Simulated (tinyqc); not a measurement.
Inside a calculation. Method: power iteration on a symmetric matrix. One step of it, computed by the program tinyqc.

Problem. Step 1. w = (A - shift) v; v' = w/|w| with its largest component positive (the first on a tie); lambda = v'^T A v'.

A, lower triangle:
```
           1          2          3         4         5
1   0.457000
2   0.292000   0.851000
3  -0.701000   0.806000   1.539000
4   0.492000   0.201000  -1.995000  3.590000
5   1.132000  -1.232000  -0.090000  1.974000  4.646000
```

vector v at the start: 0.447214  0.447214  0.447214  0.447214  0.447214

shift = 1.800000

Give: vector after step 1; Rayleigh quotient after step 1.

Solution.

vector after step 1: -0.0222  -0.1528  -0.3883  0.4265  0.8022

Rayleigh quotient after step 1 = 6.2743
